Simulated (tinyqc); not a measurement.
MOS capacitor on a p-type substrate, surface potential from the exact charge relation: one step of the calculation.

Uniform p-type substrate, Boltzmann statistics, full ionisation, classical densities. psi is the surface potential against the body (positive when the bands bend down) and u = psi/Vt. Traps are spread evenly over the gap and neutral at flat band, so their charge is -q Dit psi; the minority quasi-Fermi level is shifted by Vb.

Question. Charges, field and capacitances at the solution. ni = sqrt(Nc Nv) exp(-Eg/(2 Vt)), Eg in volts; phiF = Vt ln(N/ni); Cox = eps0 eox/tox; Vfb = phiM - chi - (Eg - Vt ln(Nv/N)) - q Nf/Cox; Q0 = sqrt(2 eps0 eps_r q N Vt); r = (ni/N)^2 exp(-Vb/Vt); VT = Vfb + [(2 phiF + Vb)(1 + q Dit/Cox) + sqrt(2 eps0 eps_r q N (2 phiF + Vb))/Cox].

u = psi/Vt; F^2 = exp(-u) + u - 1 + r (exp(u) - u - 1); Qs = -sign(u) Q0 F; Cs = -dQs/dpsi = (Q0/Vt) |1 - exp(-u) + r (exp(u) - 1)|/(2 F). Low frequency: 1/C_LF = 1/Cox + 1/(Cs + q Dit). High frequency, in the simple estimate in which traps and minority carriers do not follow: 1/C_HF = 1/Cox + 1/Cd, Cd being Cs with r = 0 at the same psi. Minority sheet density N_inv = (Q0/(2 q)) int_0^u r (exp(t) - 1)/F(t) dt for u > 0. Oxide field |Qs - q Dit psi + q Nf|/(eps0 eox).

Inputs (values chosen for the exercise); band and dielectric values those of a made-up semiconductor: temperature T = 250 K; band gap Eg = 3.95 eV; relative permittivity eps_r = 11; conduction-band density of states at T Nc = 1.7e18 cm^-3; valence-band density of states at T Nv = 3.46e19 cm^-3; acceptor density of the substrate N = 9.2e16 cm^-3; relative permittivity of the gate insulator (close to aluminium oxide) eox = 8.84; insulator thickness tox = 18 nm; fixed charge at the interface, in units of q Nf = 0 cm^-2; density of interface traps Dit = 0 cm^-2 eV^-1; reverse bias of the inversion layer against the body Vb = 0.3 V.

Constants: q = 1.602176634e-19 C, kB = 1.380649e-23 J/K, Vt = kB T/q, eps0 = 8.8541878128e-14 F/cm where lengths are in cm. Results are converted to the units shown.

converged psi = 4.1914475 V

Find: Qs; N_inv; oxide field; Cs; C_LF/Cox; C_HF/Cox.

Answer.

Qs = -635.2 nC/cm^2
N_inv = 1.809e12 cm^-2
oxide field = 0.8116 MV/cm
Cs = 10.39 uF/cm^2
C_LF/Cox = 0.9598
C_HF/Cox = 0.08710

The surface is in strong inversion (borders at |psi| = 0, phiF + Vb and 2 phiF + Vb = 4.06 V). Minority carriers make up 45.6 % of Qs.

Numbers from tinyqc (`OMP_NUM_THREADS=1 python tinyqc.py 2060009 2060010 out.jsonl`; about 0.01 s on one thread of a shared Intel Xeon 2.30GHz).
